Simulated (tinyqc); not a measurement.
Equilibrium crystal shape, supported particles, Gibbs-Thomson effect and coarsening. Changing the time t. Computed by tinyqc, a small Python program. Command: `OMP_NUM_THREADS=1 python tinyqc.py 3017332 3017333 out.jsonl wulff sweep`. One thread of a shared host (Intel(R) Xeon(R) Processor @ 2.30GHz), about 0.1 s of CPU time with the checks.

A cubic crystal bounded by {100}, {110} and {111} facets only.

Inputs (values chosen for the exercise, modelled on aluminium): atomic volume Omega = 16.61 angstrom^3; temperature T = 625 K; precipitate interface energy gamma_i = 0.22 J/m^2; solubility x_inf at a flat interface = 0.00012; diffusivity D = 8.6e-18 m^2/s; mean radius at the start r0 = 1.3 nm.

Surface energies: given.

surface energies gamma(100), gamma(110), gamma(111) (J/m^2): [0.975, 1.02, 0.855]

Constants: k_B = 1.380649e-23 J/K.

Method. The energies and Omega are given. Spherical precipitates of nearly pure solute with atomic volume Omega: x(r) = x_inf exp(l/r), l = 2 gamma_i Omega/(k_B T). Diffusion-limited coarsening at small volume fraction (Lifshitz-Slyozov-Wagner): r^3 = r0^3 + K t, K = (4/9) D x_inf l; the number density falls as (r0/r)^3. The steady size distribution is assumed from the start, and D and x_inf are inputs that do not follow T.

One run for each value:
```
time t (s)  mean radius at t (nm)  number density over its start
1.90e+02                     1.31                      9.675e-01
7.80e+02                     1.36                      8.788e-01
3.30e+03                     1.52                      6.315e-01
1.40e+04                     1.97                      2.877e-01
5.70e+04                     2.90                      9.026e-02
2.40e+05                     4.57                      2.302e-02
9.80e+05                     7.26                      5.738e-03
4.10e+06                    11.68                      1.377e-03
1.70e+07                    18.76                      3.326e-04
```

What does the table show, and why?

Over the rows, mean radius at t (nm) rises from 1.31 to 18.8 (exponent d ln y / d ln x 0.023 between the first rows and 0.33 between the last); number density over its start falls from 0.967 to 3.33e-4 (exponent d ln y / d ln x -0.068 between the first rows and -1.00 between the last). At the high end the exponent of mean radius at t is 0.33, close to 0.33: the cube-root law of coarsening. At the low end the exponent of mean radius at t is 0.02, close to 0: K t is still small against r0^3. At the high end the exponent of number density over its start is -1.00, close to -1: at fixed volume fraction the number goes as 1/r^3.

Caution (all rows): l is not small against r0, so the linearised Gibbs-Thomson law behind the coarsening rate is rough.
